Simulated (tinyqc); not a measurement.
# Length offset and series resistance from crossing lines

Question. R_total = Rs + k (L - dL)/Vo with constant Rs, dL and k. Find k, dL and Rs.

R_total at (L, Vo) = (40, 0.42), (80, 0.42), (40, 0.97) and (80, 0.97), L in nm and Vo in V (ohm um): [275.21429, 456.16667, 192.87629, 271.22680]

Answer. At each overdrive R is a straight line in L with slope k/Vo; the two lines cross at L = dL, R = Rs.

k = 1.90 ohm um V/nm
dL = 7.90 nm
Rs = 130 ohm um

Computed by the program tinyqc: `OMP_NUM_THREADS=1 python tinyqc.py 2282183 2282184 out.jsonl`, one thread of a shared Intel Xeon 2.30GHz, about 0.03 s for the whole run.
